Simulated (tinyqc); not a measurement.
Size effects in the resistivity of thin metal films and interconnect lines. Changing the specularity p. Computed by tinyqc, a small Python program. Command: `OMP_NUM_THREADS=1 python tinyqc.py 3019571 3019572 out.jsonl size sweep`. One thread of a shared host (Intel(R) Xeon(R) Processor @ 2.30GHz), about 0.01 s of CPU time with the checks.

Electrons lose their drift at surfaces (a share 1 - p of the hits) and at grain boundaries (reflection R), besides bulk scattering.

Inputs (values chosen for the exercise, modelled on copper):
```
quantity                     value         unit
bulk resistivity rho_b        1.69  microohm cm
bulk mean free path lambda      41           nm
grain-boundary reflection R    0.2            -
film thickness h                 4           nm
grain size over thickness      2.8            -
```

Geometry: film.

Method:
- D = (ratio) h.
- Mayadas-Shatzkes: alpha = (lambda/D) R/(1 - R); rho_b/rho = 1 - 3 alpha/2 + 3 alpha^2 - 3 alpha^3 ln(1 + 1/alpha).
- Fuchs-Sondheimer film: rho_b/rho = 1 - (3/(2 kappa))(1 - p) int_0^1 (s - s^3)(1 - exp(-kappa/s))/(1 - p exp(-kappa/s)) ds, f = rho/rho_b, kappa = thickness/lambda, 80 Gauss-Legendre points.
- Both together (Mayadas-Shatzkes film): rho_b/rho = (rho_b/rho of the grains alone) - (6/(pi kappa))(1 - p) int_0^(pi/2) dphi int_0^1 ds (cos^2 phi/H^2)(s - s^3)(1 - exp(-kappa H/s))/(1 - p exp(-kappa H/s)), H = 1 + alpha/(cos phi sqrt(1 - s^2)), 40 x 80 Gauss-Legendre points.
- Sheet resistance rho/h; additive estimate rho_b (f_surface + f_grain - 1).

One run for each value:
```
specularity p  resistivity rho (microohm cm)  rho/rho_b from surfaces
0.00                                  10.942                   4.8607
0.15                                   9.579                   4.1176
0.30                                   8.365                   3.4666
0.45                                   7.268                   2.8848
0.60                                   6.262                   2.3529
0.75                                   5.321                   1.8521
0.99                                   3.885                   1.0380
```

Give the missing row, specularity p = 0.90.

Computed row:
```
specularity p  resistivity rho (microohm cm)  rho/rho_b from surfaces
0.90                                   4.420                   1.3562
```

Interpolating between the two neighbouring rows (linearly) misses most in rho/rho_b from surfaces, by 0.95 %. Over the rows, resistivity rho (microohm cm) falls from 10.9 to 3.88; rho/rho_b from surfaces falls from 4.86 to 1.04. Even nearly specular surfaces leave rho at 2.30 times the bulk value, the grain-boundary part.
